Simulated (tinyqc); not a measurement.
Photoconductance decay in a wafer: bulk and surface recombination modes, and iron detection by pair splitting: one step, computed by the program tinyqc.

Both faces of the wafer have the same S; injection is low and all coefficients are constant. x runs from -W/2 to W/2.

Task: Effective lifetime. Even modes cos(a x) obey b tan b = S W/(2 D) with b = a W/2, odd modes sin(a x) obey -b cot b = S W/(2 D); each decays at the rate 1/tau_b + D a^2. tau_eff is the decay time of the first mode. The surface time is 1/(D a^2) of that mode; shortcuts for it are W/(2 S), W^2/(pi^2 D) and their sum, whose error is sum/surface time - 1.

Inputs (values chosen for the exercise, modelled on p-type silicon):

| quantity | value | unit |
|---|---|---|
| thickness W | 725 | micrometre |
| diffusivity D | 30.5 | cm^2/s |
| bulk lifetime tau_b without iron | 14 | microsecond |
| surface recombination velocity S | 1100 | cm/s |

Give: tau_eff; surface time; W/(2 S); W^2/(pi^2 D); error of the sum; tau_eff/tau_b.

Result:

tau_eff = 10.85 microsecond

surface time = 48.25 microsecond

W/(2 S) = 32.95 microsecond

W^2/(pi^2 D) = 17.46 microsecond

error of the sum = 4.487 %

tau_eff/tau_b = 0.7751

tau_eff is only 0.78 of tau_b, so it understates the bulk lifetime.
